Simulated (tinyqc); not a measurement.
# Changing the drive I/I_c0

Model: single-domain magnet: Stoner-Wohlfarth switching, Neel-Arrhenius retention, LLG dynamics and spin torque. Computed by tinyqc, a small Python program. Command: `OMP_NUM_THREADS=1 python tinyqc.py 3022639 3022640 out.jsonl macro sweep`. One thread of a shared host (Intel(R) Xeon(R) Processor @ 2.30GHz), about 0.02 s of CPU time with the checks.

The moment is uniform, with unit vector m; z is the easy axis. mu_0 = 1.25663706212e-6 T m/A, gamma = 1.76085963023e11 rad/(s T).

Inputs (values chosen for the exercise, for a model magnet):
```
quantity                      value    unit
saturation magnetisation M_s   1370    kA/m
diameter d                        5      nm
aspect ratio p                  2.5       -
bulk anisotropy K_u              61  kJ/m^3
exchange stiffness A             16    pJ/m
temperature T                   300       K
attempt frequency f0              1     GHz
waiting time t_w              0.001       s
damping alpha                 0.011       -
spin-torque efficiency eta     0.39       -
```

Shape: prolate spheroid, easy axis along it.

Constants: k_B = 1.380649e-23 J/K; e = 1.602176634e-19 C; hbar = 1.054571817e-34 J s.

Method:
- N_z = [p ln(p + sqrt(p^2 - 1))/sqrt(p^2 - 1) - 1]/(p^2 - 1); V = pi d^3 p/6; K_eff = K_u + K_shape, K_shape = -(mu_0 M_s^2/4)(3 N_z - 1); mu_0 H_K = 2 K_eff/M_s.
- Delta = K_eff V/(k_B T); tau = exp(Delta)/f0; probability of a flip within t_w: P = 1 - exp(-t_w/tau). Wall width parameter sqrt(A/K_eff); a two-domain state costs 4 sqrt(A K_eff) times the cross-section that the wall cuts (pi d^2/4).
- For axial symmetry and a polariser along z: I_c0 = (4 e alpha/(hbar eta)) K_eff V; relaxation time tau_D = (1 + alpha^2)/(alpha gamma mu_0 H_K); thermal start angle theta_0 = 1/sqrt(2 Delta); switching time about tau_D ln(pi/(2 theta_0))/(I/I_c0 - 1); precession frequency gamma mu_0 H_K/(2 pi (1 + alpha^2)).
- The polar equation dm_z/dt = -(1 - m_z^2)(i - m_z)/tau_D, i = I/I_c0, integrates to t = tau_D [F(cos theta_0) - F(0)], F(z) = -ln(1 - z)/(2 (i - 1)) + ln(1 + z)/(2 (i + 1)) + ln(i - z)/(i^2 - 1), theta_0 = 1/sqrt(2 Delta).

One run for each value:
```
drive I/I_c0  time to m_z = 0 (ns)  switching time, estimate (ns)
1.1                         8.8614                         18.841
1.5                         2.9733                          3.768
2.0                         1.6990                          1.884
2.6                         1.1327                          1.178
3.4                         0.7870                          0.785
4.4                         0.5706                          0.554
5.8                         0.4124                          0.393
7.6                         0.3041                          0.285
10.0                        0.2253                          0.209
```

What does the table show, and why?

Over the rows, time to m_z = 0 (ns) falls from 8.86 to 0.225 (exponent d ln y / d ln x -3.5 between the first rows and -1.1 between the last); switching time, estimate (ns) falls from 18.8 to 0.209 (exponent d ln y / d ln x -5.2 between the first rows and -1.1 between the last). The estimate keeps the small-angle growth rate alpha (i - 1) all the way; near threshold the true rate rises as m_z falls, so the estimate is too long there. Within some 20 % of threshold thermal noise, left out here, sets the time.
